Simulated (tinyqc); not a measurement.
## One-diode model of a solar cell: effect of the shunt resistance

J is the current delivered and Vj = V + J Rs the junction voltage. J = X JL - J01 (exp(Vj/(n1 Vt)) - 1) - Vj/Rp. The photocurrent does not depend on voltage.

Jsc at V = 0, Voc at J = 0, the maximum power point where J (1 + 2 Rs G) = G Vj with G = -dJ/dVj; FF = Vmp Jmp/(Voc Jsc); efficiency Vmp Jmp/(X Pin). Empirical fill factor without parasitics FF0 = (v - ln(v + 0.72))/(v + 1), v = Voc/(n1 Vt).

Inputs (values chosen for the exercise); values of the order met in cells of gallium arsenide:
```
symbol,value,unit,meaning
T,348,K,temperature
JL,23.7,mA/cm^2,photocurrent at one sun
X,1,suns,concentration
J01,1.2e-14,A/cm^2,saturation current of the diode
n1,1.06,,ideality factor of the diode
Rs,0.37,ohm cm^2,series resistance
Pin,100,mW/cm^2,incident power at one sun
```

Constants: q = 1.602176634e-19 C, kB = 1.380649e-23 J/K, Vt = kB T/q. Results are converted to the units shown.

Effect of the shunt resistance:
```
Rp (ohm cm^2),Jsc (mA/cm^2),Voc (V),Vmp (V),Jmp (mA/cm^2),FF,efficiency (%),FF0
30,23.41,0.7092,0.3555,11.71,0.2506,4.161,0.8225
100,23.61,0.8851,0.7596,15.70,0.5707,11.93,0.8491
300,23.67,0.8957,0.7818,20.34,0.7500,15.90,0.8504
1000,23.69,0.8987,0.7867,22.04,0.8142,17.34,0.8508
3000,23.70,0.8996,0.7879,22.53,0.8327,17.75,0.8509
10000,23.70,0.8998,0.7884,22.70,0.8391,17.89,0.8510
30000,23.70,0.8999,0.7885,22.75,0.8410,17.94,0.8510
1e5,23.70,0.8999,0.7885,22.76,0.8416,17.95,0.8510
```

What does the comparison show?

As Rp goes from 30 to 1e5, Voc rises from 0.709 to 0.900 V, FF rises from 0.251 to 0.842 and the efficiency rises from 4.16 to 18.0 %. Voc changes by 0.0539 mV a decade between the last two rows and 336 mV between the first two. For Rp = 30, 100 the shunt carries over 0.3 of the photocurrent at open circuit, so it pulls Voc down and FF towards the 1/4 of a resistor.

Program tinyqc, `OMP_NUM_THREADS=1 python tinyqc.py 2280101 2280102 out.jsonl`; Intel Xeon 2.30GHz, shared host, one thread, about 0.01 s.
